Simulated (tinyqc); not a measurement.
Worked calculation: G0W0 on RHF in the sto-3g basis, for H3+, spin multiplicity 1. Computed by tinyqc, a small Python program that keeps every step (integrals from PySCF). Settings: charge = 1, multiplicity = 1, basis = sto-3g, method = RHF, energy threshold = 1e-10, iteration cap = 65, orthogonalisation = symmetric, start = core, DIIS depth = 6. Command: `OMP_NUM_THREADS=1 python tinyqc.py 31856 31857 out.jsonl` (the two numbers bound the seeds that draw the settings). One thread of a shared host (Intel(R) Xeon(R) Processor @ 2.60GHz), about 0.05 s of CPU time with the checks. The early iterations of the SCF are left out here.

## One-electron integrals

Geometry (angstrom):
```
atom       x       y       z
H     0.0000  0.0000  0.0000
H     0.0000  0.0000  0.9530
H     0.0000  1.0200  0.2180
```

Basis sto-3g: exponents (1/bohr^2) and contraction coefficients of normalised primitives:
```
element  l (shell)  exponent  coefficient
H            s (1)    3.4253       0.1543
H            s (1)    0.6239       0.5353
H            s (1)    0.1689       0.4446
```

Overlap, kinetic and nuclear-attraction integrals over the contracted functions; the nuclear repulsion is the sum of Za Zb / Rab.

nuclear repulsion = 1.483526 hartree

overlap S, order 1H 1s, 2H 1s, 3H 1s:
$$\begin{pmatrix}
1.0000 & 0.5246 & 0.4715 \\
0.5246 & 1.0000 & 0.3590 \\
0.4715 & 0.3590 & 1.0000
\end{pmatrix}$$

kinetic energy T (hartree), order 1H 1s, 2H 1s, 3H 1s:
$$\begin{pmatrix}
0.7600 & 0.1297 & 0.0961 \\
0.1297 & 0.7600 & 0.0412 \\
0.0961 & 0.0412 & 0.7600
\end{pmatrix}$$

nuclear attraction V (hartree), order 1H 1s, 2H 1s, 3H 1s:
$$\begin{pmatrix}
-2.2555 & -1.1086 & -0.9759 \\
-1.1086 & -2.1776 & -0.7198 \\
-0.9759 & -0.7198 & -2.1370
\end{pmatrix}$$

core Hamiltonian H = T + V (hartree), order 1H 1s, 2H 1s, 3H 1s:
$$\begin{pmatrix}
-1.4955 & -0.9789 & -0.8798 \\
-0.9789 & -1.4176 & -0.6786 \\
-0.8798 & -0.6786 & -1.3770
\end{pmatrix}$$

## Two-electron integrals

Functions are numbered as in S; the eight-fold symmetry (ij|kl) = (ji|kl) = (kl|ij) leaves the list below.

Two-electron integrals (ij|kl) in chemists' order, unique and non-zero (hartree):
```
(11|11) 0.7746   (21|11) 0.3316   (21|21) 0.1783   (22|11) 0.4936
(22|21) 0.3316   (22|22) 0.7746   (31|11) 0.2899   (31|21) 0.1360
(31|22) 0.2193   (31|31) 0.1408   (32|11) 0.1852   (32|21) 0.1056
(32|22) 0.2067   (32|31) 0.0955   (32|32) 0.0774   (33|11) 0.4642
(33|21) 0.2351   (33|22) 0.4025   (33|31) 0.2899   (33|32) 0.2067
(33|33) 0.7746
```

## Orthogonalisation

S = U s U^T; symmetric (Loewdin) form X = U s^(-1/2) U^T, so that X^T S X = 1.

eigenvalues of S: [0.4481, 0.6451, 1.9068]

X, order 1H 1s, 2H 1s, 3H 1s:
$$\begin{pmatrix}
1.2009 & -0.2866 & -0.2365 \\
-0.2866 & 1.1465 & -0.1195 \\
-0.2365 & -0.1195 & 1.1157
\end{pmatrix}$$

## Starting guess

The start is the orbitals of the core Hamiltonian; D = 2 C_occ C_occ^T.

D at the start, order 1H 1s, 2H 1s, 3H 1s:
$$\begin{pmatrix}
0.5474 & 0.4074 & 0.3431 \\
0.4074 & 0.3032 & 0.2554 \\
0.3431 & 0.2554 & 0.2151
\end{pmatrix}$$

## Iteration 4 (converged): orbitals

converged F (hartree), order 1H 1s, 2H 1s, 3H 1s:
$$\begin{pmatrix}
-0.7817 & -0.7365 & -0.6779 \\
-0.7365 & -0.7037 & -0.5624 \\
-0.6779 & -0.5624 & -0.6676
\end{pmatrix}$$

Diagonalise F' = X^T F X, C = X C', fill 1 alpha and 1 beta electrons from the bottom; D = 2 C_occ C_occ^T. Each column has its largest component positive (the first on a tie).

F' = X^T F X (hartree):
$$\begin{pmatrix}
-0.4067 & -0.4084 & -0.3523 \\
-0.4084 & -0.4069 & -0.2228 \\
-0.3523 & -0.2228 & -0.4186
\end{pmatrix}$$

orbital energies (hartree): MO1 -1.0716, MO2 -0.1948, MO3 0.0342

coefficients C, order 1H 1s, 2H 1s, 3H 1s:
$$\begin{pmatrix}
0.4681 & -0.1321 & 1.1592 \\
0.4042 & -0.7720 & -0.8072 \\
0.3778 & 0.9678 & -0.4854
\end{pmatrix}$$

D after iteration 4, order 1H 1s, 2H 1s, 3H 1s:
$$\begin{pmatrix}
0.4381 & 0.3783 & 0.3536 \\
0.3783 & 0.3267 & 0.3054 \\
0.3536 & 0.3054 & 0.2855
\end{pmatrix}$$

## Convergence

Stop when the energy changes by less than 1e-10 hartree and every element of the error matrix X^T (F D S - S D F) X is below 3e-06.

Course of the cycle:
```
iteration  E (hartree)     change  largest element of the error matrix
1            -1.227387          -                             7.65e-02
2            -1.232423  -5.04e-03                             9.93e-03
3            -1.232507  -8.38e-05                             5.90e-06
4            -1.232507  -2.77e-11                             5.88e-07
```

PySCF RHF in the same basis = -1.232507 hartree

Converged in 4 iterations.

## Populations, bond orders and dipole

Mulliken: Z minus the diagonal of D S on the atom; Loewdin: the same with S^(1/2) D S^(1/2); Mayer order: 2 sum_s sum (D(s) S)_ij (D(s) S)_ji over the two atoms.

Charges (e):
```
atom  Mulliken  Loewdin
1H      0.1966   0.2071
2H      0.3652   0.3604
3H      0.4382   0.4324
```

Mayer bond orders:
```
pair   order
2-1   0.5100
3-1   0.4514
3-2   0.3567
```

dipole moment about the origin, x y z (debye): [0.0000, 2.1467, 2.1304]

## Integrals over molecular orbitals

(pq|rs) = sum C_ip C_jq C_kr C_ls (ij|kl), one index at a time.

one-electron integrals over orbitals h = C^T H C (hartree):
$$\begin{pmatrix}
-1.6444 & 0.0151 & -0.0306 \\
0.0151 & -1.1214 & -0.0035 \\
-0.0306 & -0.0035 & -0.9676
\end{pmatrix}$$

Two-electron integrals over orbitals (pq|rs), unique and non-zero (hartree):
```
(11|11) 0.5728    (21|11) -0.0151   (21|21) 0.1432    (22|11) 0.5349
(22|21) 0.0459    (22|22) 0.6216    (31|11) 0.0306    (31|21) 0.0015
(31|22) -0.0700   (31|31) 0.1440    (32|11) 0.0025    (32|21) -0.0988
(32|22) -0.0163   (32|31) -0.0388   (32|32) 0.0915    (33|11) 0.5728
(33|21) -0.0509   (33|22) 0.4951    (33|31) 0.0863    (33|32) 0.0151
(33|33) 0.6393
```

## Screening: direct RPA

With D = e_a - e_i and K = (ia|jb): diagonalise D^(1/2) (D + 4K) D^(1/2) = Z w^2 Z^T; X + Y = D^(1/2) Z w^(-1/2), each column of Z with its largest component positive (the first on a tie); E_c = (sum w - tr (D + 2K)) / 2.

D^(1/2) (D + 4K) D^(1/2) (hartree^2), order 1>2, 1>3:
$$\begin{pmatrix}
1.2710 & 0.0057 \\
0.0057 & 1.8595
\end{pmatrix}$$

excitation energies w (hartree): [1.1274, 1.3636]

X + Y, order 1>2, 1>3:
$$\begin{pmatrix}
0.8819 & 0.0078 \\
-0.0096 & 0.9005
\end{pmatrix}$$

RPA correlation energy = -0.032939 hartree

## G0W0 on Hartree-Fock: HOMO

W(p,q,m) = sqrt2 sum_ia (pq|ia) (X+Y)_ia,m; Sigma_c(x) = sum_(i,m) W^2/(x - e_i + w_m) + sum_(a,m) W^2/(x - e_a - w_m); solve x = e_p + Sigma_c(x) by Newton steps; Z = 1/(1 - dSigma/dx); 1 hartree = 27.211386 eV.

The 12 largest terms at x = e_p (hartree; W for the signs of X + Y given):
```
q  m          W       term
2  1     0.1786    -0.0159
3  2     0.1833    -0.0136
1  2     0.0388     0.0011
1  1    -0.0193   3.29e-04
2  2     0.0034  -5.25e-06
3  1  -1.49e-04  -9.88e-09
```

Newton steps (hartree):
```
step        x  Sigma_c(x)       Z
0     -1.0716     -0.0281  0.9857
1     -1.0993     -0.0277  0.9859
2     -1.0993     -0.0277  0.9859
```

quasiparticle energy of the HOMO = -29.9135 eV

Hartree-Fock value = -29.1599 eV

## G0W0 on Hartree-Fock: LUMO

As before.

The 12 largest terms at x = e_p (hartree; W for the signs of X + Y given):
```
q  m        W      term
1  1   0.1786    0.0159
3  1  -0.1227   -0.0111
2  2  -0.0886   -0.0058
2  1   0.0582   -0.0030
3  2  -0.0504   -0.0016
1  2   0.0034  5.25e-06
```

Newton steps (hartree):
```
step        x  Sigma_c(x)       Z
0     -0.1948     -0.0055  0.9765
1     -0.2002     -0.0054  0.9766
2     -0.2002     -0.0054  0.9766
```

quasiparticle energy of the LUMO = -5.4481 eV

Hartree-Fock value = -5.3008 eV
